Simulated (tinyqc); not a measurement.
Pi bands of a honeycomb layer in tight binding: one step. Levels at Gamma, M and K. Three cases, with inputs chosen for the exercise.

Problem. Solve the quadratic (e - E)^2 - D^2 - (t + s0 E)^2 w^2 = 0 with e = -t2 (w^2 - 3), for w = 3, 1, 0.

Lattice vectors a (1,0) and a (1/2, sqrt3/2); f = exp(i ky a/sqrt3) + 2 cos(kx a/2) exp(-i ky a/(2 sqrt3)), w = |f|. H = [[D - t2 F, -t f], [., -D - t2 F]] with F = w^2 - 3, S = [[1, s0 f], [., 1]]; the levels solve det(H - E S) = 0. K = (4 pi/3a, 0), M = (pi/a, pi/(sqrt3 a)); w = 3, 1, 0 at Gamma, M, K.

Give: a table of point, w, lower, upper, difference.

Case 1.

Values chosen (of the size used for hexagonal BN; shifted at random, so the results belong to these values and not to a real crystal):
- t = 2.36 eV (nearest hopping)
- t2 = 0.16 eV (second-neighbour hopping)
- s0 = 0.089 (overlap of neighbours)
- D = 2.96 eV (+D on A, -D on B)

Solution.

Levels (eV):

| point | w | lower | upper | difference |
|---|---|---|---|---|
| Gamma | 3 | -6.9619 | 8.9654 | 15.9273 |
| M | 1 | -3.2904 | 4.3589 | 7.6493 |
| K | 0 | -2.4800 | 3.4400 | 5.9200 |

Measured from the middle of the levels at K (0.480 eV), the upper band reaches 8.485 eV and the lower -7.442 eV at Gamma: the upper band is the wider; overlap stretches the upper band and positive t2 the lower. The saddle points at M give the absorption peak at 7.649 eV in this one-electron picture.

Case 2.

Values chosen (of the size used for graphene; shifted at random, so the results belong to these values and not to a real crystal):
- t = 3.06 eV (nearest hopping)
- t2 = 0.28 eV (second-neighbour hopping)
- s0 = 0.082 (overlap of neighbours)
- D = 0 eV (+D on A, -D on B)

Solution.

Levels (eV):

| point | w | lower | upper | difference |
|---|---|---|---|---|
| Gamma | 3 | -8.7159 | 9.9469 | 18.6628 |
| M | 1 | -2.3105 | 3.9434 | 6.2539 |
| K | 0 | 0.8400 | 0.8400 | 0.0000 |

Measured from the middle of the levels at K (0.840 eV), the upper band reaches 9.107 eV and the lower -9.556 eV at Gamma: the lower band is the wider; overlap stretches the upper band and positive t2 the lower. In the real layer the upper band is the wider one. The saddle points at M give the absorption peak at 6.254 eV in this one-electron picture.

Case 3.

Values chosen (of the size used for graphene; shifted at random, so the results belong to these values and not to a real crystal):
- t = 2.92 eV (nearest hopping)
- t2 = 0 eV (second-neighbour hopping)
- s0 = 0.085 (overlap of neighbours)
- D = 0.147 eV (+D on A, -D on B)

Solution.

Levels (eV):

| point | w | lower | upper | difference |
|---|---|---|---|---|
| Gamma | 3 | -6.9813 | 11.7596 | 18.7409 |
| M | 1 | -2.6949 | 3.1950 | 5.8899 |
| K | 0 | -0.1470 | 0.1470 | 0.2940 |

Measured from the middle of the levels at K (0.000 eV), the upper band reaches 11.760 eV and the lower -6.981 eV at Gamma: the upper band is the wider; overlap stretches the upper band and positive t2 the lower. The saddle points at M give the absorption peak at 5.890 eV in this one-electron picture.

Computed by tinyqc, one run a case: `OMP_NUM_THREADS=1 python tinyqc.py N N+1 out.jsonl` with N = 1480015, 1480783, 1480838; one thread of a shared Intel(R) Xeon(R) Processor @ 2.30GHz, about 0.01 s a run at most.
